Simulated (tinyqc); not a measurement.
Raising U: Hubbard chain of 4 sites, mean field against exact. Computed by the program tinyqc. 

one-body matrix (hopping and site energies) (eV):
```
,1,2,3,4
1,0.0000,-1.6000,0.0000,0.0000
2,-1.6000,0.0000,-1.6000,0.0000
3,0.0000,-1.6000,0.0000,-1.6000
4,0.0000,0.0000,-1.6000,0.0000
```

electrons, up and down: 2  1

Collinear unrestricted mean field (the lowest of 40 random starts) against exact diagonalisation.

Exact and mean-field results (eV):
```
U,U/t,E exact,E mean field,mean |n_up - n_down|,"double occupancy, exact",first gap in the sector
0.800,0.500,-5.78910,-5.77020,0.250,0.111,1.576
1.600,1.000,-5.45585,-5.38183,0.250,0.097,1.514
3.200,2.000,-4.91126,-4.64134,0.250,0.074,1.338
4.800,3.000,-4.50285,-3.99646,0.377,0.055,1.157
6.400,4.000,-4.19702,-3.50613,0.498,0.041,1.000
9.600,6.000,-3.78647,-2.91093,0.626,0.025,0.767
12.800,8.000,-3.53291,-2.68334,0.728,0.016,0.613
19.200,12.000,-3.24541,-2.54060,0.741,0.008,0.431
32.000,20.000,-2.99323,-2.42897,0.747,3.05e-03,0.268
```

In absolute terms mean field is worst at U/t = 6.0, 0.876 eV too high: at small U it is nearly exact, and at large U it still misses the motion of the hole through a fluctuating spin background. Relative to the exact energy its error is 0.3 % at the smallest U, 24 % at most and 19 % at the largest. The double occupancy falls from 0.111 to 0.003.
